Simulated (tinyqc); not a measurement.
Diffused layer (Gaussian), carriers, mobility and sheet resistance with incomplete ionisation: two steps of the calculation.

A p-type layer from the surface x = 0 to the junction xj, N(x) = N0 exp(-(x/Ld)^2). Local neutrality (no depletion at surface or junction, no spilling of carriers), intrinsic carriers neglected, Boltzmann statistics.

Values chosen for this exercise; values close to those of magnesium in GaN over an n-type background:
```
symbol,value,unit,meaning
T,500,K,temperature
Nb,2.7e16,cm^-3,background doping of the opposite type
N0,1.8e19,cm^-3,peak chemical concentration
m1,2.99,cm^2/(V s),mobility limit at high doping
m2,165,cm^2/(V s),"mobility limit at low doping, at 300 K"
Nr,2.9e17,cm^-3,reference doping of the mobility law
am,0.587,,exponent of the mobility law
bt,2.3,,temperature exponent of m2
Ns,5.18e19,cm^-3,solubility limit of active dopant
NB,1.02e20,cm^-3,valence-band density of states at T
Ei,0.173,eV,ionisation energy in the dilute limit
gd,4,,degeneracy factor of the level
ks,4e-8,eV cm,lowering of Ei per N^(1/3)
Ld,46,nm,diffusion length 2 sqrt(D t)
```

Constants: q = 1.602176634e-19 C, kB = 1.380649e-23 J/K, Vt = kB T/q. Results are converted to the units shown.

Problem 1. Junction depth and local values. xj = Ld sqrt(ln(N0/Nb)); 11 equal steps from 0 to xj. Active dopant A = min(N, Ns); p solves p (p + Nb)/(A - Nb - p) = K, K = (NB/gd) exp(-E/Vt), E = max(Ei - ks A^(1/3), 0), so p = 2 K (A - Nb)/[Nb + K + sqrt((Nb + K)^2 + 4 K (A - Nb))]; mobility mu = m1 + (m2 (T/300 K)^(-bt) - m1)/(1 + ((A + Nb)/Nr)^am).

Wanted: xj; x; N; A; p; mu.

Solution 1.

xj = 117.30 nm
x, point 0 to 11 (nm): [0.00, 10.66, 21.33, 31.99, 42.65, 53.32, 63.98, 74.64, 85.31, 95.97, 106.63, 117.30]
N, point 0 to 11 (cm^-3): [1.8000e19, 1.7058e19, 1.4518e19, 1.1098e19, 7.6184e18, 4.6970e18, 2.6008e18, 1.2933e18, 5.7761e17, 2.3168e17, 8.3457e16, 2.7000e16]
A, point 0 to 11 (cm^-3): [1.8000e19, 1.7058e19, 1.4518e19, 1.1098e19, 7.6184e18, 4.6970e18, 2.6008e18, 1.2933e18, 5.7761e17, 2.3168e17, 8.3457e16, 2.7000e16]
p, point 0 to 11 (in units of 1e18 cm^-3): [7.4226, 7.0608, 6.0877, 4.7779, 3.4338, 2.2718, 1.3861, 0.7750, 0.3886, 0.1655, 0.0507, 0.0000]
mu, point 0 to 11 (cm^2/(V s)): [6.8923, 7.0067, 7.3684, 8.0361, 9.1201, 10.796, 13.314, 16.957, 21.882, 27.779, 33.594, 37.933]

At the point of highest doping 41.3 % of the net active dopant gives free carriers. The mobility runs from 6.89 to 37.9 cm^2/(V s).

Problem 2. Sheet quantities by the trapezoid rule. Dose = integral of N, carrier sheet density = integral of p, 1/Rs = q integral of p mu, mean mobility 1/(q Rs sheet density), Hall mobility (unit Hall factor) = integral of p mu^2 over integral of p mu, Hall sheet density = (integral of p mu)^2/integral of p mu^2; all from 0 to xj.

x, point 0 to 11 (nm): [0.00000, 10.66346, 21.32693, 31.99039, 42.65386, 53.31732, 63.98079, 74.64425, 85.30771, 95.97118, 106.63464, 117.29811]
N, point 0 to 11 (cm^-3): [1.8e19, 1.7058248e19, 1.4518447e19, 1.1097616e19, 7.6183880e18, 4.6969970e18, 2.6007662e18, 1.2933205e18, 5.7761016e17, 2.3167934e17, 8.3457165e16, 2.7e16]
p, point 0 to 11 (in units of 1e18 cm^-3): [7.4225574, 7.0608241, 6.0876894, 4.7779303, 3.4338009, 2.2718082, 1.3860611, 0.7749703, 0.3885823, 0.1655145, 0.0507417, 0.0000000]
mu, point 0 to 11 (cm^2/(V s)): [6.8923253, 7.0067323, 7.3683727, 8.0361465, 9.1200767, 10.796291, 13.314080, 16.957149, 21.881798, 27.779411, 33.594037, 37.933133]

Wanted: dose; carrier sheet density; Rs; mean mobility; Hall mobility; Hall sheet density.

Solution 2.

dose = 7.3354e13 cm^-2
carrier sheet density = 3.2107e13 cm^-2
Rs = 22465 ohm/square
mean mobility = 8.6535 cm^2/(V s)
Hall mobility = 9.7948 cm^2/(V s)
Hall sheet density = 2.8366e13 cm^-2

Carriers make up 43.8 % of the dose. A Hall measurement weights the mobile tail, so its sheet density is 12 % below the true one.

tinyqc, about 0.01 s, one thread, Intel Xeon 2.30GHz (shared host): `OMP_NUM_THREADS=1 python tinyqc.py 2110074 2110075 out.jsonl`
